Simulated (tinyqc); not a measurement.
Speed against selectivity over temperature: anisotropic wet etching of Si(100): plane rates, V-grooves, membranes and undercut. Computed by tinyqc, a small Python program. Command: `OMP_NUM_THREADS=1 python tinyqc.py 3015337 3015338 out.jsonl wetetch walk`. One thread of a shared host (Intel(R) Xeon(R) Processor @ 2.30GHz), about 0.01 s of CPU time with the checks.

A long slot opens the mask on a (100) wafer. The floor etches at R100; (111) walls stand at theta = arctan(sqrt2) = 54.7356 degrees to the surface and recede at R111 along their normal.

Inputs (values chosen for the exercise, close to those used for potassium hydroxide solutions):
```
quantity                            value     unit
prefactor k0 of the (100) rate    4.1e+08   um/min
activation energy of (100), E       0.591       eV
ratio (100)/(111) at 80 C             180        -
extra energy of (111), dE            0.13       eV
ratio (100)/oxide at 80 C             150        -
extra energy of the oxide, dE_ox      0.2       eV
misalignment of the mask                2  degrees
wafer thickness d                     675       um
membrane thickness wanted             6.9       um
```

Constants: k_B = 8.617333262e-05 eV/K.

Method:
- R100 = k0 exp(-E/(k_B T)); a ratio given at 80 C scales as exp[(extra energy/k_B)(1/T - 1/353.15 K)]; R111 and R_ox follow by division.
- Temperatures in kelvin are T(C) + 273.15.
- Each row etches to the depth d - membrane; undercut per side = (R111/sin(theta) + R100 sin(misalignment)) x time.

Etching to a fixed depth:
```
T (C)  R100 (um/min)  R100/R111  time (h)  undercut (um)  oxide consumed (nm)
30            0.0613     364.14    181.60         25.563               1506.6
40            0.1263     310.63     88.18         25.950               1923.9
50            0.2487     267.61     44.77         26.374               2419.8
60            0.4703     232.62     23.68         26.834               3002.0
70            0.8568     203.86     13.00         27.330               3677.7
80            1.5089     180.00      7.38         27.862               4454.0
90            2.5758     160.02      4.32         28.430               5337.6
100           4.2728     143.16      2.61         29.032               6334.7
```

What follows from these numbers?

From 30 to 100 C the time falls by a factor 69.7, while the oxide loss grows by 4.20 and the undercut by 1.14: the slower planes and the mask have the higher activation energies, so heat costs selectivity. Misalignment gives 23.3 um of the undercut at any T.
